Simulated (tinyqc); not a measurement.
Changing the doping ratio N_0/N(W): minority-electron transport through the base of a bipolar transistor (Moll-Ross and Kroemer integrals). Computed by tinyqc, a small Python program. Command: `OMP_NUM_THREADS=1 python tinyqc.py 3015685 3015686 out.jsonl base sweep`. One thread of a shared host (Intel(R) Xeon(R) Processor @ 2.30GHz), about 0.02 s of CPU time with the checks.

Low injection, one dimension, x from the emitter edge (0) to the collector edge (W), s = x/W. Recombination is treated as a small correction (valid for tau_B well below tau_n), computed from the stored charge.

Inputs (values chosen for the exercise, modelled on InP):
```
quantity                                     value        unit
intrinsic density n_i at the emitter edge  1.2e+07      1/cm^3
base doping at the emitter edge N_0        1.1e+18      1/cm^3
base width W                                   380          nm
mu_min                                         890  cm^2/(V s)
mu_max                                        4380  cm^2/(V s)
N_ref                                      1.7e+17      1/cm^3
saturation velocity v_s                       0.95    1e7 cm/s
electron lifetime tau_n                        8.2          ns
emitter Gummel number G_E                  2.9e+14      s/cm^4
base-emitter voltage V_BE                     0.78           V
temperature T                                  300           K
gap narrowing across the base dE_g              36         meV
```

Base doping profile: exponential. Gap grading: linear. Exit of the base: infinite sink.

Constants: k_B = 8.617333262e-05 eV/K; e = 1.602176634e-19 C.

Method:
- N(x) = N_0 (ratio)^(-s); n_i(x)^2 = n_i^2 exp(s dE_g/k_B T); D(x) = (k_B T/e) mu, mu = mu_min + (mu_max - mu_min)/(1 + (N/N_ref)^0.7).
- Field that drives electrons towards the collector, averaged over the base: (k_B T/e) ln[N_0 n_i(W)^2/(N(W) n_i^2)]/W.
- With y(x) = N n_i^2/(D n_i(x)^2): base Gummel number G_B = int_0^W y dx; J_C = e n_i^2 exp(e V_BE/k_B T)/G_B; n(x) = (J_C/e)(n_i(x)^2/(N n_i^2)) [int_x^W y dx]; transit time tau_B = (e/J_C) int n dx; trapezoid rule on 401 even points.
- Emitter-limited gain beta_E = G_E/G_B; recombination-limited gain beta_R = tau_n/tau_B; 1/beta = 1/beta_E + 1/beta_R; f_T from the base alone = 1/(2 pi tau_B).

One run for each value; columns: (1) doping ratio N_0/N(W); (2) base transit time tau_B (ps); (3) base Gummel number G_B (s/cm^4); (4) mean built-in field (kV/cm); (5) current gain beta:
```
(1)     (2)         (3)     (4)     (5)
1.5  9.5597  4.4292e+11  1.2232   371.3
3.4  6.9772  3.1962e+11  1.7799   512.0
7.9  5.2275  2.4329e+11  2.3535   677.3
18   4.0860  1.9561e+11  2.9137   852.6
41   3.3004  1.6302e+11  3.4738  1036.7
95   2.7335  1.3914e+11  4.0454  1229.8
220  2.3217  1.2130e+11  4.6167  1425.7
500  2.0190  1.0776e+11  5.1753  1618.6
```

What does the table show, and why?

Over the rows, base transit time tau_B (ps) falls from 9.56 to 2.02 (exponent d ln y / d ln x -0.38 between the first rows and -0.17 between the last); base Gummel number G_B (s/cm^4) falls from 4.43e11 to 1.08e11 (exponent d ln y / d ln x -0.40 between the first rows and -0.14 between the last); mean built-in field (kV/cm) rises from 1.22 to 5.18 (exponent d ln y / d ln x 0.46 between the first rows and 0.14 between the last). A steeper profile adds a drift field and raises the mobility near the collector, at fixed N_0.

Caution (rows 41.0, 95.0, 220, 500): the mean velocity exceeds v_s, so drift-diffusion with a low-field mobility overstates the speed.
